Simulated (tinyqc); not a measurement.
Three surfaces against bond counting: Gupta-type many-body potential for a metal. Computed by tinyqc, a small Python program. Command: `OMP_NUM_THREADS=1 python tinyqc.py 3023196 3023197 out.jsonl gupta walk`. One thread of a shared host (Intel(R) Xeon(R) Processor @ 2.30GHz), about 0.02 s of CPU time with the checks.

E_i = sum_j A exp(-p (r_ij/r0 - 1)) - xi rho_i^gamma, with rho_i = sum_j exp(-2 q (r_ij/r0 - 1)); gamma = 1/2 is the tight-binding second-moment form. The crystal is fcc unless stated; d is the neighbour distance and a fixed number of shells is kept.

Inputs (values chosen for the exercise, modelled on silver): repulsion A = 0.101 eV; hopping xi = 1.19 eV; decay p = 10.9; decay q = 3.1; reference distance r0 = 2.889 angstrom; shells kept = 1; embedding exponent gamma = 0.5.

Constants: 1 eV/angstrom^3 = 160.2176634 GPa; 1 eV/angstrom^2 = 16.02176634 J/m^2.

Method:
- fcc shells: d sqrt(k), k = 1..5, with 12, 6, 24, 12, 24 atoms; Omega = d^3/sqrt2.
- Equilibrium: dE/dd = 0; B = d^2 E''(d)/(9 Omega).
- Cut the crystal without relaxation; an atom in layer l keeps the neighbours that lie below the surface plane. Excess = E_i + E_c. Surface energy = sum of excesses over the layers, divided by the area per surface atom: (sqrt3/2) d^2 for (111), d^2 for (100), sqrt2 d^2 for (110).
- Bond counting with pair bonds charges E_c/12 for each missing nearest neighbour: 3, 4 and 6 per surface cell.

neighbour distance d = 2.90131 angstrom

cohesive energy E_c = 2.91119 eV

Surfaces:
```
face   missing bonds  excess (eV)  bond counting (eV)    ratio  surface energy (J/m^2)
(111)              3      0.25578              0.7278  0.35145                 0.56217
(100)              4      0.36086              0.9704  0.37187                 0.68685
(110)              6      0.55575              1.4556  0.38180                 0.74798
```

What follows from these numbers?

The order of surface energies is (111) < (100) < (110), with (110)/(111) = 1.331 against 1.225 from counting first-neighbour bonds. The excess is 0.35 to 0.38 of the bond-counting value: atoms with fewer neighbours have stronger bonds. Caution: relaxation, left out here, lowers surface energies. Caution: fitted second-moment potentials usually give surface energies well below measured ones.
